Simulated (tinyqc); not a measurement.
Carrier lifetime from Shockley-Read-Hall, radiative, Auger and surface recombination: one step, computed by the program tinyqc. Command: `OMP_NUM_THREADS=1 python tinyqc.py 3028894 3028895 out.jsonl lifetime walk`. One thread of a shared host (Intel(R) Xeon(R) Processor @ 2.30GHz), about 0.03 s of CPU time with the checks.

Energies are counted from the top of the valence band. Boltzmann statistics, full ionisation, and equal excess densities of electrons and holes.

Task: Equilibrium densities. N_c = 2 M_c (2 pi m_e k_B T/h^2)^(3/2) and N_v = 2 (2 pi m_h k_B T/h^2)^(3/2), masses in units of m_0. n_i = sqrt(N_c N_v) exp(-E_g/2 k_B T); majority density N/2 + sqrt(N^2/4 + n_i^2), minority density n_i^2 over it.

Inputs (values chosen for the exercise, for a model semiconductor):
```
quantity             value   unit
gap E_g               2.58     eV
electron mass m_e     0.15    m_0
valleys M_c              1      -
hole mass m_h        0.589    m_0
temperature T          350      K
doping N           2.6e+14  cm^-3
```

Doping: n-type. Surface term: two equal surfaces.

Constants: m_0 = 9.1093837015e-31 kg; k_B = 1.380649e-23 J/K; h = 6.62607015e-34 J s; k_B = 8.617333262e-05 eV/K.

Give: N_c; N_v; n_i; n_0; p_0.

Result:

N_c = 1.837e+18 cm^-3

N_v = 1.429e+19 cm^-3

n_i = 1.363 cm^-3

n_0 = 2.60e+14 cm^-3

p_0 = 7.144e-15 cm^-3
